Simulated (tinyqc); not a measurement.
# Planar metal-insulator-metal capacitor: capacitance, non-linearity, leakage and relaxation: what changes with what

A film between two metal electrodes, each interface adding a series capacitance ci. The small-signal permittivity is ek (1 + aq E^2); the field is found with the linear permittivity. Leakage J = J0 sinh(E/Ef). After a voltage step the film passes a relaxation current kr C V tt^(-nr), tt being the time in seconds.

Values chosen for this exercise; permittivity of the order of that of zirconium oxide:
- ek = 32.7 (relative permittivity of the film)
- t = 5.3 nm (film thickness)
- ci = 1000 uF/cm^2 (capacitance of each electrode interface (dead layer and screening))
- aq = 0.015 cm^2/MV^2 (quadratic field coefficient of the permittivity)
- V = 0.9 V (bias)
- nr = 0.935 (exponent of the relaxation current)
- kr = 0.00025 (strength of the relaxation)
- J0 = 1.6e-10 A/cm^2 (leakage prefactor)
- Ef = 0.17 MV/cm (field for an e-fold rise of the leakage)
- t0 = 1e-7 s (duration of the write pulse)

Constants: eps0 = 8.8541878128e-14 F/cm where lengths are in cm. Results are converted to the units shown.

Each table varies one quantity; the others keep the values above.

## Capacitance, non-linearity and leakage against thickness

Planar film: Cf = eps0 ek/t, 1/C = 1/Cf + 2/ci, EOT = 3.9 eps0/C, effective permittivity C t/eps0, E = (V/t) C/Cf; quadratic coefficient [C(V)/C - 1]/V^2 with Cf (1 + aq E^2) in C(V).

Results:
```
t (nm)  C (uF/cm^2)  EOT (nm)  effective permittivity  E (MV/cm)  quadratic coefficient (ppm/V^2)  J (A/cm^2)
2.5          11.319   0.30507                  31.960     3.5185                         2.2313e5    0.077932
3.7          7.7046   0.44819                  32.196     2.3950                         1.0444e5   1.0505e-4
8.2          3.5061   0.98489                  32.471     1.0899                            21839   4.8678e-8
12           2.4012    1.4381                  32.543    0.74640                            10267   6.4540e-9
18           1.6034    2.1537                  32.595    0.49840                           4585.2   1.4966e-9
27           1.0700    3.2271                  32.630    0.33262                           2044.4  5.5470e-10
40          0.72278    4.7775                  32.653    0.22467                           933.44  2.7862e-10
60          0.48209    7.1629                  32.668    0.14986                           415.46  1.6003e-10
```

Estimate the missing row, t = 5.5 nm.

Computed row:
```
t (nm)  C (uF/cm^2)  EOT (nm)  effective permittivity  E (MV/cm)  quadratic coefficient (ppm/V^2)  J (A/cm^2)
5.5          5.2094   0.66287                  32.359     1.6193                            48033   1.0963e-6
```

With this row back in the table: C falls from 11.3 to 0.482 uF/cm^2 while the effective permittivity goes from 32.0 to 32.7 (ek = 32.7). EOT is a straight line in t with slope 3.9/ek = 0.119 and intercept 0.00691 nm. The quadratic coefficient goes as t^(-1.94) between the first two rows and t^(-2.00) between the last two (-2 without interfaces), and J falls by 8.69 decades. For t = 2.5, 3.7 direct tunnelling, left out, would add to the leakage.

## Charge lost after writing

Planar film: Cf = eps0 ek/t, 1/C = 1/Cf + 2/ci, EOT = 3.9 eps0/C, effective permittivity C t/eps0, E = (V/t) C/Cf. A capacitor written for t0 and then left open loses, as a share of C V, kr (tt^(1 - nr) - t0^(1 - nr))/(1 - nr) by relaxation and J tt/(C V) by leakage; both are taken as small, and rows far outside that range are left out.

The same in every row: leakage current (nA/cm^2) = 1564.3.

Charge lost after writing:
```
tt (s)  relaxation current (nA/cm^2)  loss by relaxation (%)  loss by leakage (%)  total loss (%)
1e-6                        4.9532e5                0.021780            3.2165e-5        0.021812
1e-5                           57529                0.047077            3.2165e-4        0.047398
0.0001                        6681.7                0.076457            0.0032165        0.079674
0.001                         776.04                 0.11058             0.032165         0.14275
0.01                          90.133                 0.15021              0.32165         0.47187
```

What does the comparison show?

The two currents are equal at tt = 4.72e-4 s. The loss by relaxation grows from 0.0218 to 0.150 %, by 0.0253 points over the first decade and 0.0396 over the last, while the loss by leakage grows tenfold a decade. Leakage is the larger loss for tt = 0.01 s.

Numbers from tinyqc (`OMP_NUM_THREADS=1 python tinyqc.py 2102062 2102063 out.jsonl`; about 0.01 s on one thread of a shared Intel Xeon 2.30GHz).
